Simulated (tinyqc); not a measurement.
Inside a calculation. Model: ellipsometry and reflectance of a transparent film on an absorbing substrate.

Computed by the program tinyqc: `OMP_NUM_THREADS=1 python tinyqc.py 2870179 2870180 out.jsonl`, one thread of a shared Intel Xeon 2.30GHz, about 0.01 s for the whole run. Printed values are rounded.

Air (index 1), film, substrate with N2 = n2 - i k2; time factor exp(+i w t). q_j = sqrt(N_j^2 - sin^2 th), root with positive real part. Fresnel coefficients r_s = (q_a - q_b)/(q_a + q_b), r_p = (N_b^2 q_a - N_a^2 q_b)/(N_b^2 q_a + N_a^2 q_b). tan(Psi) exp(i Delta) = R_p/R_s, Delta taken from 0 to 360 degrees.

Inputs (values chosen for the exercise); indices close to those of titanium dioxide on silicon:
```
symbol  value     unit                                  meaning
lam     632.8       nm                               wavelength
th         65  degrees                       angle of incidence
n1      2.406                     index of the transparent film
d         1.2       nm                           film thickness
n2      3.882                            index of the substrate
k2      0.019           extinction coefficient of the substrate
```

## Interface coefficients and thickness period

q0, q1, q2 and the coefficients r01 and r12 for p and s; the results repeat in d with the period lam/(2 q1).

q0 = 0.422618
q1 = 2.22878
q2 = 3.77473-0.01954i
r01,p = 0.0465627
r01,s = -0.681211
r12,p = 0.211703-0.002203i
r12,s = -0.257516+0.002417i
period = 141.961 nm

## Psi, Delta and reflectances

beta = 2 pi d q1/lam, X = exp(-2 i beta), R = (r01 + r12 X)/(1 + r01 r12 X) for p and s.

beta = 0.0265559 rad
X = 0.998590-0.053087i
R_p = 0.255346-0.013149i
R_s = -0.798496+0.006242i
Psi = 17.7550 degrees
Delta = 177.500 degrees
|R_p|^2 = 0.0653747
|R_s|^2 = 0.637635

The bare substrate gives Psi = 17.76 and Delta = 179.58 degrees.
